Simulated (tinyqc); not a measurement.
Worked calculation: equilibrium crystal shape, supported particles, Gibbs-Thomson effect and coarsening. Computed by tinyqc, a small Python program that keeps every step. Command: `OMP_NUM_THREADS=1 python tinyqc.py 3025822 3025823 out.jsonl wulff walk`. One thread of a shared host (Intel(R) Xeon(R) Processor @ 2.30GHz), about 0.03 s of CPU time with the checks. Intermediate numbers are printed to about 6 digits and carried at full precision; extremes and crossings named in words are read from the listed rows.

A cubic crystal bounded by {100}, {110} and {111} facets only.

Inputs (values chosen for the exercise, for a model metal): lattice constant a = 3.85 angstrom; first-neighbour bond energy e1 = 0.453 eV; second-neighbour bond energy e2 = 0.15 eV; atoms in the particle N = 5700; work of adhesion W_a = 0.21 J/m^2; temperature T = 500 K; precipitate interface energy gamma_i = 0.24 J/m^2; solubility x_inf at a flat interface = 0.00037; diffusivity D = 8.6e-16 m^2/s; mean radius at the start r0 = 16 nm; time t = 360000 s.

Surface energies: broken bonds, bcc.

Constants: 1 eV/angstrom^2 = 16.02176634 J/m^2; e = 1.602176634e-19 C; k_B = 8.617333262e-05 eV/K; k_B = 1.380649e-23 J/K.

## Surface energies from broken bonds

A cut with normal n breaks sum_R |R.n|/(2 Omega) bonds per area (R over all neighbours of a shell) and makes two surfaces: gamma = sum over shells e_s sum_R |R.n|/(4 Omega). bcc: 8 neighbours a/2 (1,1,1), 6 at a (1,0,0), Omega = a^3/2.

gamma (J/m^2): (100) 1.14144, (110) 0.92177, (111) 1.12893

Omega = 28.5333 angstrom^3

The lowest energy belongs to (110), the most densely packed plane of this lattice.

## The Wulff shape

Wulff construction: the facet planes lie at distances lambda gamma from the centre, and the shape is the region inside all of them; V = (1/3) sum of area x distance. gamma_mean = sum A gamma / sum A; shape factor eta = A/V^(2/3) (4.836 for a sphere). lambda follows from V = N Omega.

area fractions: {100} 0.044563, {110} 0.955437, {111} 0.000000

gamma_mean = 0.931556 J/m^2

shape factor eta = 5.27562

distances of the planes from the centre (nm): {100} 3.80336, {110} 3.07140, {111} 3.76168

surface energy per atom = 0.160342 eV

Present: {100}, {110}.

## Chemical potential of the particle

For the Wulff shape mu - mu(bulk) = 2 Omega gamma/h, with gamma and h = lambda gamma the energy and distance of any one facet plane, here (111); the vapour pressure rises by exp[(mu - mu(bulk))/(k_B T)].

mu - mu(bulk) = 106.895 meV

pressure ratio = 11.9524

This is 2/3 of the surface energy per atom (0.6667), since the total surface energy goes as N^(2/3).

## The particle on a substrate

Winterbottom: the particle sits on its largest facet family, {110}, with energy gamma_f; the substrate plane cuts the shape at the distance lambda (gamma_f - W_a) below the centre. Height over that of the free particle at the same lambda = (2 gamma_f - W_a)/(2 gamma_f). An isotropic particle with gamma_mean has cos(theta) = W_a/gamma_mean - 1 (Young-Dupre); a film dewets into particles whenever W_a < 2 gamma.

relative height = 0.886088

contact angle theta = 140.766 degrees

W_a is below gamma_f: more than half of the shape shows.

## Gibbs-Thomson solubility and coarsening

Spherical precipitates of nearly pure solute with atomic volume Omega: x(r) = x_inf exp(l/r), l = 2 gamma_i Omega/(k_B T). Diffusion-limited coarsening at small volume fraction (Lifshitz-Slyozov-Wagner): r^3 = r0^3 + K t, K = (4/9) D x_inf l; the number density falls as (r0/r)^3. The steady size distribution is assumed from the start, and D and x_inf are inputs that do not follow T.

capillary length l = 1.98399 nm

x(r0)/x_inf = 1.13202

rate constant K = 0.280581 nm^3/s

mean radius at t = 47.1927 nm

number density over its start = 0.0389705

The time to double the radius is 7 r0^3/K = 100000 s; t is 3.5 times that.

## Shape against the ratio gamma(100)/gamma(111)

Wulff construction: the facet planes lie at distances lambda gamma from the centre, and the shape is the region inside all of them; V = (1/3) sum of area x distance. gamma_mean = sum A gamma / sum A; shape factor eta = A/V^(2/3) (4.836 for a sphere). gamma(110)/gamma(111) is held at the value of this crystal.

Area fractions:
```
gamma(100)/gamma(111)    {100}    {110}  {111}      eta
0.550                  1.00000  0.00000      0  6.00000
0.607                  0.86411  0.13589      0  5.70507
0.728                  0.45980  0.54020      0  5.21847
0.859                  0.20092  0.79908      0  5.16885
1.010                  0.04525  0.95475      0  5.27476
1.130                  0.00129  0.99871      0  5.34267
1.310                  0.00000  1.00000      0  5.34539
1.750                  0.00000  1.00000      0  5.34539
```

{100} holds 100 % of the area in the first row and 0 % in the last; without {110} the limits are a cube below 1/sqrt(3) = 0.577 and an octahedron above sqrt(3) = 1.732. The roundest shape among these rows (eta = 5.169) is at the ratio 0.859; {110} shows in 7 rows.

Checks made by the program: volume against one third of area times distance (relative difference below 1e-10).
